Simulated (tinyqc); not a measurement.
# From quenching temperature T_1/2 back to displacement dQ

Model: configuration-coordinate model of a defect: Huang-Rhys factor and luminescence line shape. Computed by tinyqc, a small Python program. Command: `OMP_NUM_THREADS=1 python tinyqc.py 3009876 3009877 out.jsonl ccline inv`. One thread of a shared host (Intel(R) Xeon(R) Processor @ 2.30GHz), about 0.09 s of CPU time with the checks.

Ground state E_g(Q) = (1/2) omega_g^2 Q^2; excited state E_e(Q) = E_0 + (1/2) omega_e^2 (Q - dQ)^2 with omega_e = omega_g and E_0 = E_ZPL. Q is mass-weighted; the dipole does not depend on Q (Condon approximation).

Inputs (values chosen for the exercise, for a model defect in a wide-gap host):

| quantity | value | unit |
|---|---|---|
| zero-phonon energy E_ZPL | 1.66 | eV |
| ground-state phonon hbar omega_g | 20.4 | meV |
| temperature T | 77 | K |
| refractive index n_r | 3 | - |
| transition dipole mu | 2.4 | e angstrom |
| quenching prefactor nu_0 | 3e+11 | 1/s |

Modes: equal frequencies in both states.

Constants: hbar^2/u = 4.18015928e-03 eV angstrom^2; hbar = 6.582119569e-16 eV s; e = 1.602176634e-19 C; eps_0 = 8.8541878128e-12 F/m; hbar = 1.054571817e-34 J s; c = 299792458 m/s; k_B = 8.617333262e-05 eV/K.

Method. S = hbar omega dQ^2/(2 hbar^2/u) for each state; relaxation energy S hbar omega; absorption at E_0 + S_e hbar omega_e, emission at E_0 - S_g hbar omega_g; the Stokes shift is their difference. The curves cross at the root Q_c nearest dQ; the barrier is (1/2) omega_e^2 (Q_c - dQ)^2, with (1/2) omega^2 = (hbar omega)^2/(2 hbar^2/u). k_r = n_r omega^3 mu^2/(3 pi eps_0 hbar c^3) at the vertical emission energy, without local-field correction; k_nr = nu_0 exp(-barrier/k_B T) (Mott-Seitz); yield = k_r/(k_r + k_nr); T_1/2 = barrier/(k_B ln(nu_0/k_r)).

Problem. A run gave the result below. Find the displacement dQ, known to lie between 0.61 and 1.2 u^(1/2) angstrom.

quenching temperature T_1/2 = 24284.37 K

Solution.

Each step takes the trial c = (a f_b - b f_a)/(f_b - f_a), f being the result less the target and a, b, c the logarithms of the listed values; c replaces end b, the old b replaces a if the sign of f changed, and otherwise f_a is halved.

Scan of the range:

| displacement dQ (u^(1/2) angstrom) | quenching temperature T_1/2 (K) |
|---|---|
| 0.610 | 60800.6 |
| 0.683 | 48161.3 |
| 0.764 | 38157.7 |
| 0.856 | 30061.4 |
| 0.958 | 23671.3 |
| 1.070 | 18654.1 |
| 1.200 | 14503.6 |

False position (Illinois rule, in the logarithm of the input) inside the bracket:

| step | end a | end b | trial | quenching temperature T_1/2 (K) |
|---|---|---|---|---|
| 1 | 0.856000 | 0.958000 | 0.947709 | 24223.8 |
| 2 | 0.856000 | 0.947709 | 0.945729 | 24332.1 |
| 3 | 0.947709 | 0.945729 | 0.946601 | 24284.3 |
| 4 | 0.945729 | 0.946601 | 0.946600 | 24284.4 |
| 5 | 0.945729 | 0.946600 | 0.946600 | 24284.4 |
| 6 | 0.946600 | 0.946600 | 0.946600 | 24284.4 |

Quenching temperature T_1/2 falls at every point of a 13-point scan of the range (every second point is shown), so one value fits; it is bracketed by 0.856 and 0.958. Answer: displacement dQ = 0.9466 u^(1/2) angstrom.

Caution: the curves cross far outside the range of the harmonic model, so the barrier and T_1/2 have no quantitative meaning.
